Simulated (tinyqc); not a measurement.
# Undoped symmetric double-gate MOSFET, analytic potential model: effect of the gate work function less that of the intrinsic body

An undoped body of thickness ts between two equal insulators and tied gates; long channel, electrons only, n = ni exp((psi - V)/Vt) with V the quasi-Fermi potential (0 at the source, Vd at the drain), constant mobility, no quantisation. Across the body psi(x) = V - 2 Vt ln[(ts/(2 beta)) sqrt(q ni/(2 eps0 eps_r Vt)) cos(2 beta x/ts)], x from the centre. Q is the electron charge per area of the whole body.

ni = sqrt(Nc Nv) exp(-Eg/(2 Vt)), Eg in volts; r = eps_r tox/(eox ts); V0 = dphi + 2 Vt ln[(2/ts) sqrt(2 eps0 eps_r Vt/(q ni))]. beta (between 0 and pi/2) solves (Vg - V0 - V)/(2 Vt) = ln(beta) - ln(cos beta) + 2 r beta tan(beta). Q = 8 eps0 eps_r Vt beta tan(beta)/ts; I = mu (1/L)(4 eps0 eps_r/ts)(2 Vt)^2 [g(beta_s) - g(beta_d)] per width, g = beta tan(beta) - beta^2/2 + r beta^2 tan^2(beta), with beta_s at V = 0 and beta_d at V = Vd.  I(low) is taken at Vg = 0.29 V, Qs and I(high) at Vg = 1.04 V.

Parameters, values chosen for the exercise; material values close to those of silicon: temperature T = 300 K; band gap Eg = 1.11 eV; relative permittivity of the semiconductor eps_r = 11.9; conduction-band density of states at T Nc = 2.78e19 cm^-3; valence-band density of states at T Nv = 2.67e19 cm^-3; relative permittivity of the gate insulator eox = 25.3; insulator thickness tox = 4.1 nm; body thickness ts = 5 nm; channel mobility mu = 110 cm^2/(V s); gate length L = 1 um; drain voltage Vd = 0.3 V.

Constants: q = 1.602176634e-19 C, kB = 1.380649e-23 J/K, Vt = kB T/q, eps0 = 8.8541878128e-14 F/cm where lengths are in cm. Results are converted to the units shown.

Result of one run:
```
V0 (V)	I(low) (nA/um)	Qs(high) (nC/cm^2)	I(high) (uA/um)
0.5934	0.009933	3669	76.26
```

Which gate work function less that of the intrinsic body dphi gave this result: 0.03, 0.08, 0.13 or 0.18 V?

dphi = 0.08 V.

The whole series:
```
dphi (V)	V0 (V)	I(low) (nA/um)	Qs(high) (nC/cm^2)	I(high) (uA/um)
-0.12	0.3934	22.31	5618	137.2
-0.07	0.4434	3.279	5123	121.5
-0.02	0.4934	0.4752	4633	106.0
0.03	0.5434	0.06871	4148	90.92
0.08	0.5934	0.009933	3669	76.26
0.13	0.6434	0.001436	3198	62.16
0.18	0.6934	2.076e-4	2737	48.81
```

As dphi goes from -0.12 to 0.18 V, I(low) falls from 22.3 to 2.08e-4 nA/um and I(high) falls from 137 to 48.8 uA/um. V0 rises from 0.393 to 0.693 V. In every row the surface density at the source at the higher gate voltage passes 0.3 Nc, where Boltzmann statistics fail. In every row the body is thin enough for quantum confinement, left out here, to raise the threshold.

Program tinyqc, `OMP_NUM_THREADS=1 python tinyqc.py 2440171 2440172 out.jsonl`; Intel Xeon 2.30GHz, shared host, one thread, about 0.03 s.
